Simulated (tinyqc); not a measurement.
Worked calculation: correction of a charged-defect supercell by a model charge and potential alignment (plane-averaged potentials). Computed by tinyqc, a small Python program that keeps every step. Command: `OMP_NUM_THREADS=1 python tinyqc.py 3113441 3113442 out.jsonl align walk`. One thread of a shared host (Intel(R) Xeon(R) Processor @ 2.30GHz), about 0.01 s of CPU time with the checks. Intermediate numbers are printed to about 7 digits and carried at full precision; extremes and crossings named in words are read from the listed rows.

The "true" defect charge is (1 - x) q in a Gaussian of width sigma plus x q in one of width sigma_t, so the exact answer is known; the correction sees only a single model Gaussian of width sigma_m. A Gaussian of width s has the transform rho(G) = exp(-G^2 s^2/2), normalised to 1. A uniform background cancels q, so G = 0 is left out. Potentials are those felt by a unit positive charge. E_0 is the formation energy of the isolated defect, E_cell its value in the supercell, E_lat = E_iso - E_per of the model charge, C the true less the model potential far from the defect; the exact correction is E_0 - E_cell, and the error of a scheme is E_cell plus its correction less E_0.

Inputs (values chosen for the exercise, with screening close to that of diamond): defect charge q = 1 e; dielectric constant eps = 5.85; edge of the cubic cell L = 18.4 angstrom; width sigma of the true defect charge = 1.4 angstrom; width sigma_m of the model charge = 1.2 angstrom; share x of the charge in a wide tail = 0.071; width sigma_t of the tail = 2.6 angstrom; formation energy of the isolated defect E_0 = 1.45 eV.

Constants: e^2/(4 pi eps_0) = 14.39964548 eV angstrom.

## The supercell energy and its true error

Periodic energy E_per = (2 pi q^2/(eps L^3)) (e^2/(4 pi eps_0)) sum_(G != 0) rho(G)^2/G^2, G = (2 pi/L)(n1, n2, n3), |n_i| <= 16. Isolated energy: two Gaussians of charges q_a, q_b and widths a, b interact by q_a q_b (e^2/(4 pi eps_0 eps)) sqrt(2/pi)/sqrt(a^2 + b^2), and the self-energy is half the sum over pairs. Supercell value E_cell = E_0 + E_per - E_iso for the true charge.

E_iso, true charge = 0.4732646 eV

E_per, true charge = 0.2891956 eV

E_cell = 1.265931 eV

exact correction = 0.1840689 eV

## Lattice energy of the model charge

E_lat = E_iso - E_per for the model charge; point-charge value alpha q^2 e^2/(4 pi eps_0 eps 2 L) with alpha = 2.837297.

E_iso, model = 0.5786417 eV

E_per, model = 0.3924357 eV

E_lat = 0.1862060 eV

point-charge value = 0.1897811 eV

## Plane-averaged potentials

Plane-averaged potential at distance z from the defect: V(z) = (4 pi q/(eps L^3)) (e^2/(4 pi eps_0 e)) sum_(m != 0) rho(G_m) cos(G_m z)/G_m^2, G_m = 2 pi m/L, |m| <= 40.

Potentials (V):
```
z/L   z (angstrom)         true        model    difference
0.00          0.00   0.09166866   0.09992668  -0.008258027
0.05          0.92   0.08347055   0.08976831  -0.006297763
0.10          1.84   0.06252732   0.06503974  -0.002512415
0.15          2.76   0.03629639   0.03609475   0.000201641
0.20          3.68   0.01055923   0.00914562   0.001413602
0.25          4.60  -0.01207508  -0.01393778   0.001862699
0.30          5.52  -0.03081462  -0.03284834   0.002033718
0.35          6.44  -0.04545699  -0.04755773   0.002100744
0.40          7.36  -0.05593898  -0.05806447   0.002125486
0.45          8.28  -0.06223492  -0.06436851   0.002133598
0.50          9.20  -0.06433446  -0.06646986   0.002135407
```

The difference moves by 0.01 mV between z/L = 0.4 and 0.5: a plateau.

## Alignment and corrected energy

C = difference at z = L/2; E_corr = E_cell + E_lat - q C. For charges that have died out at L/2, C = (2 pi q/(eps L^3)) (e^2/(4 pi eps_0 e)) (<s^2> - sigma_m^2), <s^2> = (1 - x) sigma^2 + x sigma_t^2.

alignment C = 0.002135407 V

C, closed form = 0.002137099 V

E_corr = 1.450002 eV

error with alignment (rounded to 1e-4 meV) = 0.0017 meV

error without alignment = 2.137098 meV

error with the point-charge term alone = 5.712138 meV

error without correction = -184.0689 meV

Errors are measured against E_0. Alignment cuts the error of the model charge from 2.1 to 0.0017 meV.

## Errors against cell size

Schemes: none; point-charge term alpha q^2 e^2/(4 pi eps_0 eps 2 L), alpha = 2.837297; E_lat of the model; E_lat - q C with C at z = L/2.

Error against E_0 (meV):
```
L (angstrom)       none  point charge  model charge  model and alignment
12.9          -254.1216      16.57393      6.199425            0.1439026
15.6          -214.4714       9.37295      3.506685            0.0178732
18.4          -184.0689       5.71214      2.137098            0.0016905
22.1          -154.7111       3.29666      1.233392            0.0000536
```

Between the last two rows the uncorrected error scales as L^-0.95 and the point-charge remainder as L^-3.00. With alignment the error is +0.1 meV in the smallest cell and 0.00 meV in the largest.

Checks made by the program: E_lat against the point-charge value less 2 pi q^2 sigma_m^2 e^2/(4 pi eps_0 eps L^3) (relative difference 2e-07).
